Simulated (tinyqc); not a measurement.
# From one set of inputs to another, one input at a time

Model: self-heating of a transistor with one or more fingers, with temperature-dependent conductivity. Computed by tinyqc, a small Python program. Command: `OMP_NUM_THREADS=1 python tinyqc.py 3021343 3021344 out.jsonl selfheat ladder`. One thread of a shared host (Intel(R) Xeon(R) Processor @ 2.30GHz), about 0.1 s of CPU time with the checks.

N long parallel fingers lie on the top face of a slab whose bottom is held at T_0; the top is otherwise insulated, and heat flows in two dimensions. P in W/mm is 1000 P in W/m.

The inputs printed are set A. Set A is modelled on sapphire; the values taken over come from a set modelled on silicon carbide. Inputs not listed in the table keep their values of set A, so the rows need not describe a real material.

Inputs (values chosen for the exercise, modelled on sapphire):
```
quantity                                      value        unit
conductivity at the base temperature kappa_0   30.1     W/(m K)
exponent m in kappa ~ T^-m                     1.15           -
base temperature T_0                            358           K
power per gate width P                         0.48        W/mm
fingers N                                         3           -
finger pitch s                                   22  micrometre
width of the heat source w                      1.7  micrometre
substrate thickness t                            80  micrometre
phonon free path Lambda                          16          nm
power coefficient beta                          1.1      1e-3/K
```

Power: power rises with temperature.

Method:
- A line source of power P on the top face raises the top at distance x by (P/(pi kappa_0)) g(x), g(x) = -ln tanh(pi x/(4 t)) (the image sum for the slab). On a strip of width w the centre sees the mean of g over the strip, g_0 = 1 + ln(8 t/(pi w)) for w much below t.
- theta_i = (P/(pi kappa_0)) [g_0 + sum over j != i of g(|i - j| s)], with equal powers and constant conductivity; thermal resistance = largest theta/P.
- Near a source smaller than the free path, Fourier's law overstates the flow. Rough estimate: a strip that emits phonons into a half space adds a resistance times area of 4 Lambda/(3 kappa_0), from the ballistic flux C v Delta T/4 with kappa_0 = C v Lambda/3, so Delta T_b = 4 Lambda P/(3 kappa_0 w); Knudsen number Lambda/w.
- Kirchhoff transformation for kappa = kappa_0 (T/T_0)^-m: T = T_0 [1 - (m - 1) theta/T_0]^(-1/(m - 1)), where theta is the linear rise.
- The power follows P [1 + beta (T - T_0)] with T the peak temperature, for all fingers alike. Start at T_0 and repeat; stop when T changes by less than 1e-6 K, after 50 steps, or when the bracket falls below 0.05.

Each row keeps all changes above it:
```
input moved                                             from    to  thermal resistance (K mm/W)  peak temperature with feedback (K)  ballistic rise Delta T_b (K)
set A                                                      -     -                        93.93                               409.5                     2.001e-01
conductivity at the base temperature kappa_0 (W/(m K))  30.1   375                         7.54                               361.7                     1.606e-02
width of the heat source w (micrometre)                  1.7  0.14                         9.66                               362.7                     1.950e-01
exponent m in kappa ~ T^-m                              1.15  1.48                         9.66                               362.7                     1.950e-01
power per gate width P (W/mm)                           0.48   1.9                         9.66                               377.5                     7.721e-01
phonon free path Lambda (nm)                              16   150                         9.66                               377.5                     7.238e+00
power coefficient beta (1e-3/K)                          1.1  0.57                         9.66                               377.3                     7.238e+00
finger pitch s (micrometre)                               22   8.4                        11.27                               380.7                     7.238e+00
```

Where does the difference come from?

Thermal resistance goes from 93.9 to 11.3, a factor 0.120 in all. The largest single move comes from conductivity at the base temperature kappa_0 (a factor 0.0803). Peak temperature with feedback goes from 410 to 381, a factor 0.930 in all. The largest single move comes from conductivity at the base temperature kappa_0 (a factor 0.883), and power per gate width P works against it (a factor 1.04). Ballistic rise Delta T_b goes from 0.200 to 7.24, a factor 36.2 in all. The largest single move comes from conductivity at the base temperature kappa_0 (a factor 0.0803), but it runs against the net change; the largest move in the direction of the net change is width of the heat source w (a factor 12.1). The single moves hold for this order of the switches; the total does not depend on the order.

Caution (rows phonon free path Lambda, power coefficient beta, finger pitch s): the source is narrower than two phonon free paths, so the Fourier result understates the rise at the source.

Extremes, crossings and ranges named in words are read from the listed rows.
